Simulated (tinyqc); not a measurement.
# Which input was changed?

Model: atomic layer deposition: Langmuir saturation, growth per cycle and coating of deep features. Computed by tinyqc, a small Python program. Command: `OMP_NUM_THREADS=1 python tinyqc.py 3017525 3017526 out.jsonl ald which`. One thread of a shared host (Intel(R) Xeon(R) Processor @ 2.30GHz), about 0.2 s of CPU time with the checks.

Precursor A sticks only on free sites, so a long enough pulse saturates; co-reactant B then frees the sites again.

Inputs (values chosen for the exercise, modelled on zinc oxide from diethylzinc and water): precursor mass M = 124 u; site density q = 6.8 1/nm^2; growth per cycle at saturation G = 1.9 angstrom; sticking probability beta on free sites = 0.0034; precursor pressure p = 17 Pa; temperature T = 125 C; pulse time t = 0.18 s; co-reactant completion per pulse c_B = 0.95; desorption energy E_d = 1.31 eV; purge time t_p = 1.3 s; aspect ratio a = 14.

Feature: long trench.

Constants: u = 1.6605390666e-27 kg; k_B = 1.380649e-23 J/K; k_B = 8.617333262e-05 eV/K.

Method:
- Wall flux F = p/sqrt(2 pi M k_B T); rate of filling k_a = beta F/q; desorption k_d = 1e13 exp(-E_d/(k_B T)) per second. 1/m^2 = 1e-18/nm^2.
- Temperatures in kelvin are T(C) + 273.15.
- One cycle from coverage th0: pulse A gives th1 = th_s + (th0 - th_s) exp(-(k_a + k_d) t), th_s = k_a/(k_a + k_d); the purge leaves th2 = th1 exp(-k_d t_p); pulse B converts c_B th2 into film and leaves th3 = (1 - c_B) th2. Growth = G c_B th2.
- The periodic state has th0 = th3: th0 = (1 - c_B) e_p th_s (1 - e_a)/(1 - (1 - c_B) e_p e_a), with e_a = exp(-(k_a + k_d) t), e_p = exp(-k_d t_p).
- Share of impinging molecules used = q (th1 - th0)/(F t).
- Diffusion-limited filling (Gordon) of a long trench of width w, hydraulic diameter 2w, so that a is replaced by a/2 in the hole formula: t = (q/F)(1 + 19a/8 + 3a^2/8). Reaction-limited filling needs ln(100)/k_a at any depth, k_a = beta F/q. Flow is molecular. The front picture holds when the modulus (a/2) sqrt(beta) is well above 1.
- Depth reached by the given pulse: solve the same formula for a. Exposure = p x diffusion-limited time; 1 langmuir = 1.33322e-4 Pa s.

Task: One of these inputs alone was changed, within the range given: sticking probability beta on free sites (0.0017 to 0.0068); precursor pressure p (8.5 to 34); purge time t_p (0.65 to 2.6); temperature T (100 to 250). Which one, and to what value?

Results; columns: (1) run; (2) time to 99 % without desorption, ln(100)/k_a (s); (3) share of impinging molecules used; (4) aspect ratio reached by the front in time t:
```
(1)            (2)           (3)       (4)
before  0.04568957  1.780361e-04  116.1518
after   0.06021106  2.346208e-04  100.7808
```

Result:

Each candidate set to reproduce time to 99 % without desorption, ln(100)/k_a, and what it then gives; columns: (1) candidate; (2) range searched; (3) value needed; (4) share of impinging molecules used; (5) aspect ratio reached by the front in time t:
```
(1)                                                   (2)           (3)         (4)     (5)
sticking probability beta on free sites  0.0017 to 0.0068      0.002580  1.7804e-04  116.15
precursor pressure p (Pa)                       8.5 to 34         12.90  2.3462e-04  100.78
purge time t_p (s)                            0.65 to 2.6     no effect           -       -
temperature T (C)                              100 to 250  out of reach           -       -
```

Only precursor pressure p fits every result: it went from 17 to 12.9 Pa. The next best candidate, sticking probability beta on free sites, misses one result by 24 %.
